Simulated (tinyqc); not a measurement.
Plane-wave Kohn-Sham cycle with exchange-only LDA in a layered model solid, step by step. Computed by tinyqc, a small Python program that keeps every step. Settings: points = 16, plane-wave index or count = 2, electrons = 4, k points = 4, area = 22.0, mixing = 1.0, iteration cap = 68, Kerker q0 = 0.65. Command: `OMP_NUM_THREADS=1 python tinyqc.py 27025 27026 out.jsonl` (the two numbers bound the seeds that draw the settings). One thread of a shared host (Intel(R) Xeon(R) Processor @ 2.60GHz), about 0.06 s of CPU time with the checks.

A solid whose potential varies along x alone (atomic units):
```
parameter                      value
period a                   12.000000
cross-section of the cell  22.000000
electrons per cell                 4
grid points                       16
plane waves -n..n, n               2
k points                           4
V1 in V1 cos(2 pi x/a)     -0.400000
V2 in V2 cos(4 pi x/a)     -0.210000
```

Stop when sqrt(dV sum R^2) is below 1e-8, dV = a A/N.

Course of the cycle:
```
iteration  E (hartree)  norm of the residual
1           -1.1166775              2.06e-01
2           -0.8809067              1.34e-01
3           -0.8299639              3.64e-02
4           -0.8297041              2.88e-02
5           -0.8282004              2.12e-02
6           -0.8279853              1.68e-02
7           -0.8275857              1.30e-02
8           -0.8274796              1.04e-02
9           -0.8273479              8.20e-03
10          -0.8272990              6.58e-03
11          -0.8272513              5.22e-03
...                ...                   ...
58          -0.8271837              1.42e-07
59          -0.8271837              1.13e-07
60          -0.8271837              9.06e-08
61          -0.8271837              7.25e-08
62          -0.8271837              5.79e-08
63          -0.8271837              4.63e-08
64          -0.8271837              3.70e-08
65          -0.8271837              2.96e-08
66          -0.8271837              2.37e-08
67          -0.8271837              1.89e-08
68          -0.8271837              1.51e-08
```

Can the last value be used, and what does the course show?

Not by the stop rule, although the second column moves by less than 1e-07 over the last three steps. Not converged within 68 iterations: the residual falls steadily but slowly, by a factor of about 0.80 a step. Reruns (cap 100 unless said): mixing 0.1: not converged; mixing 0.5, Kerker q0 1.0: converged in 58 (E = -0.82718); mixing 0.3, Pulay depth 5: converged in 19 (E = -0.82718); the original settings with a cap of 400: converged in 70 (E = -0.82718).
